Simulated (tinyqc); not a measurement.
Thermal stress, cracking, delamination and buckling of a thin film; Griffith cracks and misfitting inclusions: one step, computed by the program tinyqc. Command: `OMP_NUM_THREADS=1 python tinyqc.py 3015510 3015511 out.jsonl filmcrack walk`. One thread of a shared host (Intel(R) Xeon(R) Processor @ 2.30GHz), about 0.01 s of CPU time with the checks.

Isotropic linear elasticity; the substrate is much thicker than the film; stress is positive in tension.

Problem. Elastic mismatch. Dundurs alpha = (Ebar - Ebar_s)/(Ebar + Ebar_s), with Ebar_s = E_s/(1 - nu_s^2). The channel-crack factor is taken as g = 1.258 (1 - alpha)^(-0.7), a rough interpolation chosen for the exercise (1.258 is the value for matched materials).

Inputs (values chosen for the exercise, modelled on a GaN film on silicon):
```
quantity,value,unit
deposition temperature T_d,450,K
final temperature T,300,K
substrate Young's modulus E_s,153,GPa
substrate Poisson ratio nu_s,0.22,-
```

Ebar = 304.1667 GPa

Give: Dundurs alpha; factor g.

Solution.

Dundurs alpha = 0.30839

factor g = 1.6285

A stiff film on a softer substrate opens wider and cracks more easily.
